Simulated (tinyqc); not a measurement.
Deformation-potential model of the L valleys of a conduction band: sweeps and comparisons. A value that a table varies takes the place of the one given here.

Valleys with axes along [111], [1-1-1], [-11-1] and [-1-11], one whole valley each. Herring-Vogt shift of a valley with unit axis a: dE = Xd tr(e) + Xu a.e.a. Non-degenerate shares n_i = exp(-dE_i/kT)/sum_j exp(-dE_j/kT). Inverse mass tensor of a valley: (1 - a a)/mt + a a/ml; the masses are taken as independent of strain.

s11 = (C11 + C12)/((C11 - C12)(C11 + 2 C12)), s12 = -C12/((C11 - C12)(C11 + 2 C12)), s44 = 1/C44; exx = s11 sxx + s12 (syy + szz) and cyclic, exy = s44 sxy/2; tension is positive. A uniaxial stress X along the unit vector n is s_ij = X n_i n_j.

Constants: kB = 8.617333262e-05 eV/K.

Inputs chosen for the exercise (near those of Ge; not measured data): ml = 1.63 m0 (longitudinal mass); mt = 0.083 m0 (transverse mass); Xd = -6.93 eV (dilation potential); Xu = 15.73 eV (uniaxial potential); C11 = 125.2 GPa; C12 = 49.7 GPa; C44 = 66.4 GPa; load = uniaxial [111] (kind of stress); T = 77 K (temperature); X1 = 1.1 GPa (size of the stress); X = 0.7 GPa (stress).

## Sweep of a uniaxial [111] stress

m_c = 1/(u.M.u) along [110] with M = sum_i n_i (inverse mass tensor); gain against zero stress at a fixed scattering time.

Results:
```
X (GPa)  spread (meV)  lowest edge (meV)  n [111]  n [1-1-1]  n [-11-1]  n [-1-11]  m_c (m0)  gain (%)
-1.50           157.9             -107.2    1.000      0.000      0.000      0.000    0.2260     -46.3
-0.75            79.0              -53.6    1.000      0.000      0.000      0.000    0.2260     -46.3
-0.30            31.6              -21.4    0.975      0.008      0.008      0.008    0.2197     -44.7
0.00              0.0                0.0    0.250      0.250      0.250      0.250    0.1214       0.0
0.30             31.6              -10.1    0.003      0.332      0.332      0.332    0.1053      15.2
0.75             79.0              -25.4    0.000      0.333      0.333      0.333    0.1052      15.4
1.50            157.9              -50.7    0.000      0.333      0.333      0.333    0.1052      15.4
```

Along [110] the gain is -46.3 % at -1.50 GPa and +15.4 % at 1.50 GPa. The slope at zero stress (from +/- 0.001 GPa), +183.6 % per GPa, carried to the ends would give -275 and +275 %; the response falls behind at both ends, as it saturates once the spread passes a few kT (kT = 6.6 meV, spread up to 158 meV).

## Gain for each load and current direction

Each load has the size X1. Gain m_c(0)/m_c - 1 in per cent from repopulation alone, m_c = 1/(u.M.u), M = sum_i n_i (inverse mass tensor); biaxial means sxx = syy.

Gain (%); + is tension, - compression:
```
load                [100]  [010]  [001]  [110]  [1-10]  [111]
uniaxial [110] (+)    0.0    0.0    0.0   46.3   -46.3   30.9
uniaxial [110] (-)    0.0    0.0    0.0  -46.3    46.3  -30.9
uniaxial [100] (+)    0.0    0.0    0.0    0.0     0.0    0.0
uniaxial [100] (-)    0.0    0.0    0.0    0.0     0.0    0.0
uniaxial [111] (+)    0.0    0.0    0.0   15.4   -15.4   30.9
uniaxial [111] (-)    0.0    0.0    0.0  -46.3    46.3  -92.6
biaxial (001) (+)     0.0    0.0    0.0    0.0     0.0    0.0
biaxial (001) (-)     0.0    0.0    0.0    0.0     0.0    0.0
```

The largest gain is +46.3 %, for uniaxial [110] (+) with the current along [110], uniaxial [110] (-) with the current along [1-10] and uniaxial [111] (-) with the current along [1-10]; for a [110] channel it is +46.3 %, under uniaxial [110] (+). No gain or loss appears under biaxial (001) and uniaxial [100]: the valleys stay equivalent.

## Temperature and repopulation

The load is fixed; m_c along [110] as 1/(u.M.u).

Results:
```
T (K)  kT (meV)  n [111]  n [1-1-1]  n [-11-1]  n [-1-11]  m_c (m0)
50         4.31    0.000      0.333      0.333      0.333    0.1052
77         6.64    0.000      0.333      0.333      0.333    0.1052
150       12.93    0.001      0.333      0.333      0.333    0.1052
225       19.39    0.007      0.331      0.331      0.331    0.1056
300       25.85    0.019      0.327      0.327      0.327    0.1063
400       34.47    0.038      0.321      0.321      0.321    0.1074
500       43.09    0.057      0.314      0.314      0.314    0.1085
```

The largest share falls from 0.333 at 50 K to 0.314 at 500 K (equal shares: 0.250); m_c goes from 0.1052 to 0.1085, against 0.1214 without stress. Only spread/kT enters, so the small-stress response goes as 1/T.

## What each parameter does

Spread of the valley edges, lowest edge, largest share and m_c along [110]. Each row changes one parameter from the base and keeps the others.

Results:
```
case              spread (meV)  lowest edge (meV)  largest share  m_c (m0)
base                     73.70             -23.68         0.3333    0.1052
ml = 1.304 m0            73.70             -23.68         0.3333    0.1048
mt = 0.1 m0              73.70             -23.68         0.3333    0.1264
Xd = -8.316 eV           73.70             -28.00         0.3333    0.1052
Xu = 12.584 eV           58.96             -23.27         0.3333    0.1052
C11 = 150.24 GPa         73.70             -23.15         0.3333    0.1052
C12 = 59.64 GPa          73.70             -23.25         0.3333    0.1052
C44 = 79.68 GPa          61.42             -20.61         0.3333    0.1052
X = 0.56 GPa             58.96             -18.95         0.3333    0.1052
T = 61.6 K               73.70             -23.68         0.3333    0.1052
```

The largest shifts from the base row, up to three for each result and ties (the steps differ in size, so this ranks the rows, not the parameters). spread (meV): Xu -14.74, X -14.74, C44 -12.28; unchanged at the printed digits by ml, mt, Xd, C11, C12 and T. lowest edge (meV): X +4.74, Xd -4.32, C44 +3.07; unchanged at the printed digits by ml, mt and T. largest share: unchanged at the printed digits by ml, mt, Xd, Xu, C11, C12, C44, X and T. m_c (m0): mt +0.0212, ml -0.0004; unchanged at the printed digits by Xd, Xu, C11, C12, C44, X and T. Xd moves all valleys together, so it shifts the edge and nothing else.

Program tinyqc; command `OMP_NUM_THREADS=1 python tinyqc.py 1051343 1051344 out.jsonl`; about 0.03 s on one thread of a shared Intel(R) Xeon(R) Processor @ 2.30GHz.
